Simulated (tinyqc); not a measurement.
Electroplating on a thin resistive seed layer: kinetics, Wagner number and the terminal effect across a wafer: one step, computed by the program tinyqc. Command: `OMP_NUM_THREADS=1 python tinyqc.py 3121226 3121227 out.jsonl terminal walk`. One thread of a shared host (Intel(R) Xeon(R) Processor @ 2.30GHz), about 0.03 s of CPU time with the checks.

Current enters the seed at the rim. The bath is treated as a local resistance per area (no lateral flow in the liquid), two electrons per ion, molar volume 7.11 cm^3/mol, Faraday constant F = e N_A, kinematic viscosity 0.01 cm^2/s, omega = 2 pi x rpm/60; k_B T/e is in volts.

Question. Linear estimate of the terminal effect. Linearised: with R_t = kinetic + bath resistance the current density obeys (1/r)(r i')' = i R_s/R_t, so i = A I_0(r/l), l = sqrt(R_t/R_s); with x = R/l, edge/centre = I_0(x) and edge/mean = x I_0(x)/(2 I_1(x)). Voltage drop in the seed for a uniform current: i R_s R^2/4.

Inputs (values chosen for the exercise, of the order of those for copper plating from an acid sulfate bath): wafer radius R = 10 cm; mean current density = 2.7 mA/cm^2; temperature T = 298 K.

kinetic resistance = 14.86091 ohm cm^2

bath resistance R_b = 56.28571 ohm cm^2

sheet resistance R_s = 16 ohm/square

Give: length l; x = R/l; edge over centre, linear; edge over mean, linear; drop for uniform current.

Answer.

length l = 2.109 cm

x = R/l = 4.742

edge over centre, linear = 21.65

edge over mean, linear = 2.673

drop for uniform current = 1080 mV
